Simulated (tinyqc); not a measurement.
Worked calculation: scattering rates of a carrier in a spherical band by Fermi's golden rule. Computed by tinyqc, a small Python program that keeps every step. Command: `OMP_NUM_THREADS=1 python tinyqc.py 3016073 3016074 out.jsonl scatter walk`. One thread of a shared host (Intel(R) Xeon(R) Processor @ 2.30GHz), about 0.01 s of CPU time with the checks. Intermediate numbers are printed to about 5 digits and carried at full precision; extremes and crossings named in words are read from the listed rows.

All processes here are isotropic or elastic, and the rate listed is the momentum relaxation rate.

Inputs (values chosen for the exercise, modelled on electrons in diamond):

| quantity | value | unit |
|---|---|---|
| density-of-states mass of one valley m | 0.492 | m_0 |
| static permittivity eps_s | 5.7 | - |
| density rho | 3515 | kg/m^3 |
| sound velocity v_l | 18300 | m/s |
| acoustic deformation potential D_A | 9.3 | eV |
| phonon energy hbar w | 146 | meV |
| optical or intervalley deformation potential D_o | 7.5 | 1e8 eV/cm |
| final valleys Z_f | 5 | - |
| ionised impurity density N_I | 1.7e+15 | 1/cm^3 |
| temperature T | 350 | K |
| carrier energy E | 45 | meV |
| neutral impurity density N_n | 2.9e+17 | 1/cm^3 |

Crystal: non-polar. Band: parabolic. Impurity formula: Brooks-Herring. Further scattering: neutral impurities.

Constants: m_0 = 9.1093837015e-31 kg; e = 1.602176634e-19 C; hbar = 1.054571817e-34 J s; k_B = 8.617333262e-05 eV/K; eps_0 = 8.8541878128e-12 F/m; k_B = 1.380649e-23 J/K; hbar = 6.582119569e-16 eV s.

## The band at energy E

Parabolic band: E = hbar^2 k^2/(2 m), speed v = hbar k/m, states per spin, volume and energy g(E) = m k/(2 pi^2 hbar^2). Masses are multiplied by m_0 and all formulas are in SI units.

wave number k = 0.76230 1/nm

speed v = 1.7937e+05 m/s

g(E) = 2.4935e+20 1/(eV cm^3)

## Phonon occupation and screening length

Phonon occupation N_q = 1/(exp(hbar w/(k_B T)) - 1). Debye screening by free carriers of density N_I: L_s = sqrt(eps_s eps_0 k_B T/(e^2 N_I)).

N_q = 0.0079641

screening length L_s = 74.757 nm

Above the threshold emission is favoured over absorption by (N_q + 1)/N_q = exp(hbar w/k_B T) = 127, apart from the density of final states.

## Acoustic phonons

Acoustic deformation potential (elastic, equipartition, absorption and emission together): 1/tau = 2 pi k_B T D_A^2 g(E)/(hbar rho v_l^2).

acoustic rate = 8.4511e+11 1/s

## Optical or intervalley phonons

Optical or intervalley deformation potential: 1/tau = (pi Z_f D_o^2/(rho w)) [N_q g(E + hbar w) + (N_q + 1) g(E - hbar w)], with g = 0 below the band edge.

absorption rate = 7.4284e+10 1/s

emission rate = 0 1/s

E lies below hbar w, so emission is forbidden.

## Ionised impurities

Singly charged impurities, momentum relaxation: 1/tau = N_I e^4 m (1 + 2 alpha E) Phi/(8 pi (eps_s eps_0)^2 hbar^3 k^3), with alpha = 0 for a parabolic band. Brooks-Herring: Phi = ln(1 + b) - b/(1 + b), b = 4 k^2 L_s^2.

b = 12990

ionised-impurity rate = 1.2789e+11 1/s

Caution: k times the effective Bohr radius is below 1, so the Born approximation behind the Brooks-Herring rate is rough.

## All rates at E

Neutral impurities (Erginsoy): 1/tau = 20 N_n a_B hbar/m, a_B = 4 pi eps_s eps_0 hbar^2/(m e^2). Rates add: 1/tau_m is the sum, and the mean free path is v tau_m.

Momentum relaxation rates:

| process | rate (1/s) | share (%) |
|---|---|---|
| acoustic | 8.4511e+11 | 44.858 |
| optical absorption | 7.4284e+10 | 3.9430 |
| optical emission | 0 | 0 |
| ionised impurity | 1.2789e+11 | 6.7884 |
| neutral impurity | 8.3668e+11 | 44.411 |

momentum relaxation time tau_m = 530.79 fs

mean free path = 95.208 nm

The largest rate is acoustic (45 %), then neutral impurity (44 %). Caution: Erginsoy's formula holds for k a_B below about 0.5 and for dopants that stay neutral, which means low temperature; elsewhere it is only a rough constant rate.

## Rates against energy

The formulas are those given above.

Momentum relaxation rates (1e12/s) and the total time:

| E (meV) | acoustic | optical absorption | optical emission | ionised impurity | neutral impurity | tau_m (fs) |
|---|---|---|---|---|---|---|
| 15 | 0.4879 | 0.06820 | 0.000 | 5.7839e-01 | 0.83668 | 507.31 |
| 36 | 0.7559 | 0.07251 | 0.000 | 1.7403e-01 | 0.83668 | 543.74 |
| 73 | 1.0764 | 0.07954 | 0.000 | 6.5432e-02 | 0.83668 | 485.90 |
| 130 | 1.4364 | 0.08930 | 0.000 | 2.9307e-02 | 0.83668 | 418.11 |
| 160 | 1.5936 | 0.09402 | 2.545 | 2.1931e-02 | 0.83668 | 196.40 |
| 220 | 1.8686 | 0.10283 | 5.852 | 1.4047e-02 | 0.83668 | 115.28 |
| 320 | 2.2536 | 0.11603 | 8.974 | 8.3057e-03 | 0.83668 | 82.05 |
| 510 | 2.8451 | 0.13767 | 12.979 | 4.3125e-03 | 0.83668 | 59.51 |
| 880 | 3.7372 | 0.17217 | 18.430 | 1.9979e-03 | 0.83668 | 43.14 |
| 1500 | 4.8792 | 0.21807 | 25.032 | 9.3958e-04 | 0.83668 | 32.29 |

The largest rate is neutral impurity from 15.0 to 36.0, acoustic from 73.0 to 130, optical emission from 160 to 1500 meV. Crossing hbar w = 146 meV opens emission: tau_m goes from 418 to 196 fs between the two rows around it. The impurity rate goes between the last rows as E^-1.41, against the E^(-3/2) of unscreened Rutherford scattering; the acoustic rate follows g(E) and grows by a factor 10.0 over the table. Erginsoy's formula holds for k a_B below about 0.5 and for dopants that stay neutral, which means low temperature; elsewhere it is only a rough constant rate.

Checks made by the program: Brooks-Herring rate against the angular integral of the screened Coulomb matrix element (relative difference below 1e-10).
